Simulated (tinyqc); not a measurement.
Inside a calculation. Method: Hubbard chain of 2 sites. One step of it, computed by the program tinyqc.

Question. The many-body Hamiltonian. Basis: all placements (u, d, 2, 0 on each site), up operators ordered before down ones; hops carry the sign of the same-spin electrons passed.

one-body matrix (hopping and site energies) (eV), order 1, 2:
$$\begin{pmatrix}
-0.380000 & -1.350000 \\
-1.350000 & 0.780000
\end{pmatrix}$$

U = 10.800000 eV

electrons, up and down: [1, 1]

Give: H.

Answer.

H (eV), order 20, ud, du, 02:
$$\begin{pmatrix}
10.040 & -1.350 & -1.350 & 0.000 \\
-1.350 & 0.400 & 0.000 & -1.350 \\
-1.350 & 0.000 & 0.400 & -1.350 \\
0.000 & -1.350 & -1.350 & 12.360
\end{pmatrix}$$
